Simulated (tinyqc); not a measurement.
From entropy S back to temperature T: Born-von Karman spring model of a cubic crystal with one atom per cell. Computed by tinyqc, a small Python program. Command: `OMP_NUM_THREADS=1 python tinyqc.py 3021184 3021185 out.jsonl springs inv`. One thread of a shared host (Intel(R) Xeon(R) Processor @ 2.30GHz), about 0.2 s of CPU time with the checks.

First neighbours lie at a/2 (1,1,0) (12 of them), second at a (1,0,0) (6), with all permutations and signs; the volume per atom is Omega = a^3/4.

Inputs (values chosen for the exercise, for a model crystal):
```
quantity               value           unit
atomic mass M            143              u
radial spring k1L        4.1  eV/angstrom^2
transverse spring k1T      0  eV/angstrom^2
radial spring k2L        1.2  eV/angstrom^2
transverse spring k2T      0  eV/angstrom^2
mesh divisions n           8              -
```

Lattice: fcc.

Constants: nu for 1 eV/(angstrom^2 u) = 15.6333042 THz; h x 1 THz = 4.135667696 meV; k_B = 8.617333262e-05 eV/K; hbar^2/u = 4.18015928e-03 eV angstrom^2.

Method:
- A neighbour at R with unit vector n couples by the matrix K(R) = kL n n^T + kT (1 - n n^T), and D(q) = (1/M) sum_R K(R) [1 - cos(q.R)].
- An eigenvalue lambda of D in eV/(angstrom^2 u) gives nu = 15.6333042 THz x sqrt(lambda).
- Mesh: q = sum_i (m_i + 1/2)/n b_i, m_i = 0..n-1, with b = [[-1, 1, 1], [1, -1, 1], [1, 1, -1]] in 2 pi/a; sums are averages over the n^3 points, per atom.
- With x = h nu/(k_B T) and n = 1/(exp(x) - 1) for each mode: F = k_B T [x/2 + ln(1 - exp(-x))], U = k_B T x (n + 1/2), S/k_B = x n - ln(1 - exp(-x)), C/k_B = x^2 n (n + 1).
- <u_x^2> = (1/3) sum over modes of hbar^2/(2 M h nu) coth(x/2); zero-point energy = sum h nu/2. <u_x^2> converges slowly with the mesh, from below, with an error of order 1/n.

Question. A run gave the result below. Find the temperature T, known to lie between 320 and 500 K.

entropy S = 4.24117 k_B/atom

Answer.

Each step takes the trial c = (a f_b - b f_a)/(f_b - f_a), f being the result less the target and a, b, c the logarithms of the listed values; c replaces end b, the old b replaces a if the sign of f changed, and otherwise f_a is halved.

Scan of the range:
```
temperature T (K)  entropy S (k_B/atom)
320                             3.76841
345                             3.98195
371                             4.18977
400                             4.40644
431                             4.62255
464                             4.83720
500                             5.05552
```

False position (Illinois rule, in the logarithm of the input) inside the bracket:
```
step    end a    end b    trial  entropy S (k_B/atom)
1     371.000  400.000  377.684               4.24105
2     400.000  377.684  377.700               4.24117
3     400.000  377.700  377.700               4.24117
4     377.700  377.700  377.700               4.24117
```

Entropy S rises at every point of a 13-point scan of the range (every second point is shown), so one value fits; it is bracketed by 371 and 400. Answer: temperature T = 377.7 K.
